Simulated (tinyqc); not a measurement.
## Metal gate on a two-layer dielectric stack with fixed charge and a dipole: flat band against the thickness t2

Gate, layer 2, layer 1, p-type semiconductor; x runs from the gate inwards. Charges are counted in units of +q. psi is the band bending at the surface, positive towards inversion. Classical charge, Boltzmann statistics, no interface traps.

EOT = 3.9 (t1/e1 + t2/e2), Cox = eps0/(t1/e1 + t2/e2); phi_ms = pM - (chi + Eg - Vt ln(Nv/Na)). Vfb = phi_ms + Vd - (q/eps0) [Q1 (t1/e1 + t2/e2) + Q2 t2/e2 + r1 (t1^2/(2 e1) + t1 t2/e2) + r2 t2^2/(2 e2)]: each charge counts with its electrical distance from the gate. ni = sqrt(Nc Nv) exp(-Eg/(2 Vt)), Eg in volts, pB = Vt ln(Na/ni), Vth = Vfb + 2 pB + sqrt(4 q eps0 eps_r Na pB)/Cox.

Parameters, values chosen for the exercise; band and dielectric values close to those of silicon, layer 1 close to silicon dioxide, layer 2 close to hafnium oxide:
- T = 300 K (temperature)
- Eg = 1.13 eV (band gap)
- eps_r = 11.7 (relative permittivity)
- Nc = 2.75e19 cm^-3 (conduction-band density of states at T)
- Nv = 2.62e19 cm^-3 (valence-band density of states at T)
- chi = 4.01 eV (electron affinity)
- Na = 1.1e16 cm^-3 (acceptor density)
- pM = 4.18 eV (work function of the gate metal)
- t1 = 1 nm (thickness of layer 1, next to the semiconductor)
- e1 = 3.76 (relative permittivity of layer 1)
- e2 = 22.5 (relative permittivity of layer 2)
- Q1 = 1.8e12 cm^-2 (fixed charge at the semiconductor interface)
- Q2 = 3.7e12 cm^-2 (fixed charge between the layers)
- r1 = 7.8e18 cm^-3 (uniform charge density in layer 1)
- r2 = 2.2e18 cm^-3 (uniform charge density in layer 2)
- Vd = 0 V (flat-band shift by a dipole layer between the layers)

Constants: q = 1.602176634e-19 C, kB = 1.380649e-23 J/K, Vt = kB T/q, eps0 = 8.8541878128e-14 F/cm where lengths are in cm. Results are converted to the units shown.

Flat band against the thickness t2:
```
t2 (nm)  EOT (nm)  Vfb (V)  Vth (V)
1           1.211  -0.9158  -0.1710
2           1.384  -0.9689  -0.2216
3           1.557   -1.024  -0.2739
4           1.731   -1.081  -0.3280
5           1.904   -1.139  -0.3839
6           2.077   -1.199  -0.4416
7           2.251   -1.261  -0.5010
8           2.424   -1.325  -0.5622
```

Vfb falls from -0.916 to -1.33 V and Vth falls from -0.171 to -0.562 V. The slope dVfb/dEOT is -307 mV/nm between the first two rows and -368 between the last two: the charge inside the growing layer bends the line. A line through the end rows meets EOT = 0 at -0.507 V, against phi_ms + Vd = -0.759 V; an effective work function read from it is off by 252 mV from pM.

Computed by the program tinyqc: `OMP_NUM_THREADS=1 python tinyqc.py 2010041 2010042 out.jsonl`, one thread of a shared Intel Xeon 2.30GHz, about 0.01 s for the whole run.
